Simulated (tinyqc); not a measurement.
Gated graphene, quantum capacitance: two steps of the calculation.

phi is the Fermi level above the Dirac point, in volts; Vg is counted from the gate voltage of charge neutrality. Ideal linear bands, no charge puddles.

Parameters, values chosen for the exercise; values close to those of graphene: temperature T = 150 K; Fermi velocity vF = 9.85e5 m/s; density of traps Dit = 0 cm^-2 eV^-1; gate voltage Vg = -1.22 V.

Constants: q = 1.602176634e-19 C, kB = 1.380649e-23 J/K, hbar = 1.054571817e-34 J s, Vt = kB T/q. Results are converted to the units shown.

Question 1. New phi. N0 = (2/pi)(kB T/(hbar vF))^2; n = N0 F1(phi/Vt), p = N0 F1(-phi/Vt), F1(e) = int_0^infinity u du/(1 + exp(u - e)) = -Li2(-exp(e)); Cq = q d(n - p)/dphi = (q N0/Vt) ln[2 (1 + cosh(phi/Vt))]. Newton: f = phi + q (n - p + Dit phi)/Cox - Vg, phi(new) = phi - f/(1 + (Cq + q Dit)/Cox).

phi at the start = -1.22 V
Cox = 1.5013623 uF/cm^2

Give: n; p; Cq; f; phi after iteration 1.

Answer 1.

n = 2.588e-31 cm^-2
p = 1.128e14 cm^-2
Cq = 29.60 uF/cm^2
f = -12.03 V
phi after iteration 1 = -0.6392 V

Question 2. Charge and capacitances at the solution. 1/C_G = 1/Cox + 1/(Cq + q Dit); dphi/dVg = Cox/(Cox + Cq + q Dit).

converged phi = -0.33087139 V
Cox = 1.5013623 uF/cm^2

Give: n - p; Cq; C_G; dphi/dVg.

Answer 2.

n - p = -8.3318e12 cm^-2
Cq = 8.0287 uF/cm^2
C_G = 1.2648 uF/cm^2
dphi/dVg = 0.15754

Cq is 5.35 times Cox, so C_G is 84.2 % of Cox; 27.1 % of the gate voltage has gone into phi.

tinyqc, about 0.01 s, one thread, Intel Xeon 2.30GHz (shared host): `OMP_NUM_THREADS=1 python tinyqc.py 2200135 2200136 out.jsonl`
